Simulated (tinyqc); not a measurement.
Quantum-confined Stark effect in a modulator well: one step. Contrast at the operating point. Five cases, with inputs chosen for the exercise.

Problem. With a Gaussian line of half width G, the absorption at E_op = line(0) - dE is proportional to strength x exp(-ln2 ((E_op - line)/G)^2); continuum absorption is left out. Give it at both fields, relative to the zero-field peak.

Constants: hc = 1239.841984 eV nm.

Give: E_op; wavelength; absorption without and with the field.

Case 1.

Values chosen (out of a larger set: near those of an InGaAs well in InAlAs; not measured data): dE = 18 meV (operating point below the zero-field line); G = 8 meV (half width of the exciton line).

Results:
```
F (kV/cm),lam (angstrom),Eb (meV),line (eV),nm,overlap^2/lam^2 (1e-4/angstrom^2)
0.00,169.008,6.0379,0.853719,1452.283,0.343467
75.00,172.718,5.8824,0.848655,1460.949,0.284540
```

Solution.

E_op = 0.8357 eV
wavelength = 1483.6 nm

absorption without and with the field: 0.030  0.14

The field changes the absorption by +0.11 of the zero-field peak. With dE above 2G the Gaussian tail at zero field is weak; real tails fall only exponentially and absorb more.

Case 2.

Values chosen (out of a larger set: near those of a Ge well in SiGe, direct gap; not measured data): dE = 15 meV (operating point below the zero-field line); G = 8 meV (half width of the exciton line).

Results:
```
F (kV/cm),lam (angstrom),Eb (meV),line (eV),nm,overlap^2/lam^2 (1e-4/angstrom^2)
0.00,207.765,4.3041,0.944843,1312.220,0.231100
41.00,208.503,4.2860,0.943827,1313.633,0.224916
```

Solution.

E_op = 0.9298 eV
wavelength = 1333.4 nm

absorption without and with the field: 0.087  0.12

The field changes the absorption by +0.03 of the zero-field peak. The zero-field tail still absorbs here, since dE is no more than 2G, which costs insertion loss.

Case 3.

Values chosen (out of a larger set: near those of an InGaAsP well in InP; not measured data): dE = 10 meV (operating point below the zero-field line); G = 8 meV (half width of the exciton line).

Results:
```
F (kV/cm),lam (angstrom),Eb (meV),line (eV),nm,overlap^2/lam^2 (1e-4/angstrom^2)
0.00,161.556,6.2315,0.902766,1373.381,0.361152
59.00,170.329,5.8408,0.895582,1384.398,0.240675
```

Solution.

E_op = 0.8928 eV
wavelength = 1388.8 nm

absorption without and with the field: 0.34  0.61

The field changes the absorption by +0.27 of the zero-field peak. The zero-field tail still absorbs here, since dE is no more than 2G, which costs insertion loss.

Case 4.

Values chosen (out of a larger set: near those of a GaAs well in AlGaAs; not measured data): dE = 9 meV (operating point below the zero-field line); G = 4 meV (half width of the exciton line).

Results:
```
F (kV/cm),lam (angstrom),Eb (meV),line (eV),nm,overlap^2/lam^2 (1e-4/angstrom^2)
0.00,121.725,8.7077,1.427462,868.564,0.667467
44.00,128.474,8.1394,1.422707,871.467,0.460919
```

Solution.

E_op = 1.4185 eV
wavelength = 874.1 nm

absorption without and with the field: 0.030  0.32

The field changes the absorption by +0.29 of the zero-field peak. With dE above 2G the Gaussian tail at zero field is weak; real tails fall only exponentially and absorb more.

Case 5.

Values chosen (out of a larger set: near those of a GaAs well in AlGaAs; not measured data): dE = 24 meV (operating point below the zero-field line); G = 6 meV (half width of the exciton line).

Results:
```
F (kV/cm),lam (angstrom),Eb (meV),line (eV),nm,overlap^2/lam^2 (1e-4/angstrom^2)
0.00,130.712,7.9921,1.466161,845.638,0.580168
81.00,177.767,5.4892,1.432672,865.406,0.041652
```

Solution.

E_op = 1.4422 eV
wavelength = 859.7 nm

absorption without and with the field: 1.5e-05  0.013

The field changes the absorption by +0.01 of the zero-field peak. With dE above 2G the Gaussian tail at zero field is weak; real tails fall only exponentially and absorb more.

Computed by tinyqc, one run a case: `OMP_NUM_THREADS=1 python tinyqc.py N N+1 out.jsonl` with N = 1280273, 1280587, 1280644, 1280829, 1280843; one thread of a shared Intel(R) Xeon(R) Processor @ 2.30GHz, about 0.2 s a run at most.
